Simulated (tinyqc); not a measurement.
Short-channel transistor, virtual-source model with series resistance: two steps of the calculation.

The current per gate width is the charge at the top of the source barrier (the virtual source) times its velocity times a saturation function; al and be are fitting constants of the model. Units: I in uA/um, Rs in ohm um, so I Rs = 1e-6 I Rs in volts; Q in uC/cm^2, so I = 1e-4 Q vx0 Fsat with vx0 in cm/s.

Values chosen for this exercise: temperature T = 300 K; inversion capacitance Cinv = 3.51 uF/cm^2; velocity at the virtual source vx0 = 3.06e7 cm/s; apparent mobility mu = 130 cm^2/(V s); channel length L = 45 nm; threshold at zero drain voltage VT0 = 0.343 V; drain-induced barrier lowering dl = 0.127 V/V; subthreshold factor n0 = 1.31; growth of n with drain voltage nd = 0 1/V; threshold shift (in units of Vt) from weak to strong inversion al = 3.5; sharpness of saturation be = 1.8; series resistance of each contact Rs = 30 ohm um; gate voltage Vgs = 0.37 V; drain voltage Vds = 0.25 V.

Constants: q = 1.602176634e-19 C, kB = 1.380649e-23 J/K, Vt = kB T/q. Results are converted to the units shown.

Task 1. Current through the series resistance. Intrinsic voltages Vg' = Vgs - I Rs, Vd' = Vds - 2 I Rs. n = n0 + nd Vd', VT = VT0 - dl Vd', Ff = 1/(1 + exp((Vg' - VT + al Vt/2)/(al Vt))), Q = Cinv n Vt ln(1 + exp((Vg' - VT + al Vt Ff)/(n Vt))), Vdsat = (vx0 L/mu)(1 - Ff) + Vt Ff, Fsat = u/(1 + u^be)^(1/be) with u = Vd'/Vdsat, and I(out) = Q vx0 Fsat per width. (Fsat takes the sign of u.) I(new) = I + 0.5 (I(out) - I).

I after iteration 1 = 129.88031 uA/um

Give: Vg'; Vd'; VT; Ff; Q; Vdsat; Fsat; I(out); I after iteration 2.

Result 1.

Vg' = 0.36610 V
Vd' = 0.24221 V
VT = 0.31224 V
Ff = 0.25062
Q = 0.28046 uC/cm^2
Vdsat = 0.80024 V
Fsat = 0.28472
I(out) = 244.34 uA/um
I after iteration 2 = 187.11 uA/um

Task 2. What the series resistance costs. n = n0 + nd Vd', VT = VT0 - dl Vd', Ff = 1/(1 + exp((Vg' - VT + al Vt/2)/(al Vt))), Q = Cinv n Vt ln(1 + exp((Vg' - VT + al Vt Ff)/(n Vt))), Vdsat = (vx0 L/mu)(1 - Ff) + Vt Ff, Fsat = u/(1 + u^be)^(1/be) with u = Vd'/Vdsat, and I = Q vx0 Fsat per width. I0 is the current for Rs = 0. Effective velocity I/Q; transit time L Q/I.

converged I = 232.51637 uA/um
I0 = 259.76062 uA/um

Give: loss against I0; effective velocity; transit time.

Result 2.

loss against I0 = 10.488 %
effective velocity = 8.5940e6 cm/s
transit time = 0.52362 ps

Computed by the program tinyqc: `OMP_NUM_THREADS=1 python tinyqc.py 2380105 2380106 out.jsonl`, one thread of a shared Intel Xeon 2.30GHz, about 0.01 s for the whole run.
